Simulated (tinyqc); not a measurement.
Quasiparticle equation with a plasmon-pole self-energy for two band edges: one step. Updating the energies in the Green function.

For each edge E = e + X + Sc(E), with the correlation part Sc(E) = A[0]/(E - a + w) + A[1]/(E - b - w); a and b are the valence and conduction energies that enter the Green function (a = ev, b = ec in the one-shot scheme). Z = 1/(1 - dSc/dE), dSc/dE = -A[0]/(E - a + w)^2 - A[1]/(E - b - w)^2.

Parameters, chosen for this exercise (scales of the order of those of AlN; not measured data):
- ev = 0 eV (mean-field valence top)
- ec = 4.31 eV (mean-field conduction edge)
- w = 19.8 eV (pole energy)
- Av = (92.8, 44.4) eV^2 (weights of the valence state on the hole and electron poles)
- Ac = (39.2, 81) eV^2 (the same for the conduction state)
- Xv = -3.91 eV (exchange minus the mean-field potential, valence)
- Xc = 3.87 eV (the same, conduction)

Task: Solve both equations exactly, put the results in place of a and b, and repeat five times; w is kept.

Give: Cycles (eV).

Result:

Cycles (eV):
```
cycle       Ev      Ec     gap
1      -0.8062  5.4049  6.2111
2      -0.9013  5.5560  6.4572
3      -0.9111  5.5766  6.4877
4      -0.9119  5.5795  6.4914
5      -0.9119  5.5800  6.4919
```

The update moves the gap by +281 meV from the one-shot value; each cycle shrinks the change to about 0.12 of the one before.

tinyqc: `OMP_NUM_THREADS=1 python tinyqc.py 1881120 1881121 out.jsonl`; about 0.02 s, one thread, shared Intel(R) Xeon(R) Processor @ 2.30GHz.
